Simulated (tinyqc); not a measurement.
Formation energy of a charged point defect from supercell energies: one step, computed by the program tinyqc.

The host is a compound AB. Making the defect adds n_A = 1, n_B = -1 atoms to the cell. All total energies are inputs. E_F is counted from the valence-band maximum (VBM); x = 0 is A-rich and x = 1 B-rich growth.

Task: Concentrations at the given E_F and T. E_f(q, E_F) = E_f(q, 0) + q E_F. c_q = N_s exp(-E_f(q, E_F)/k_B T), with all degeneracy factors one and no vibrational entropy.

Inputs (values chosen for the exercise, for a model compound AB): Fermi level E_F = 3.28 eV; temperature T = 1200 K; site density N_s = 1.5e+22 cm^-3.

Defect: A on a B site. Supercell lattice: bcc.

charge states q: 2  1  0  -1  -2

E_f(q, 0) (eV): (q=+2) 5.09558, (q=+1) 5.53064, (q=0) 6.20600, (q=-1) 8.82364, (q=-2) 12.16758

Constants: k_B = 8.617333262e-05 eV/K.

Give: Charge states; lowest formation energy; total concentration; mean charge.

Result:

Charge states:

| q | E_f (eV) | c_q (cm^-3) | share |
|---|---|---|---|
| +2 | 11.66 | 1.678e-27 | 1.391e-26 |
| +1 | 8.81 | 1.489e-15 | 1.235e-14 |
| 0 | 6.21 | 1.294e-04 | 1.073e-03 |
| -1 | 5.54 | 7.831e-02 | 6.491e-01 |
| -2 | 5.61 | 4.220e-02 | 3.498e-01 |

lowest formation energy = 5.544 eV

total concentration = 0.1206 cm^-3

mean charge = -1.349 e

State -1 holds 64.9 % of the defects.
